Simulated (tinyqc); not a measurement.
## Trap density by the high-low method

Problem. In depletion, where minority carriers are negligible, a MOS capacitor has 1/C_LF = 1/Cox + 1/(Cd + q Dit) and 1/C_HF = 1/Cox + 1/Cd. Find Cd and Dit.

Constants: q = 1.602176634e-19 C. Results are converted to the units shown.

Cox, C_LF, C_HF (uF/cm^2): 0.51539302  0.081752607  0.078323072

Answer. Removing Cox from each series combination leaves Cd + q Dit and Cd; their difference over q is Dit.

Cd = 0.0924 uF/cm^2
Dit = 3.00e10 cm^-2 eV^-1

Program tinyqc, `OMP_NUM_THREADS=1 python tinyqc.py 2060006 2060007 out.jsonl`; Intel Xeon 2.30GHz, shared host, one thread, about 0.01 s.
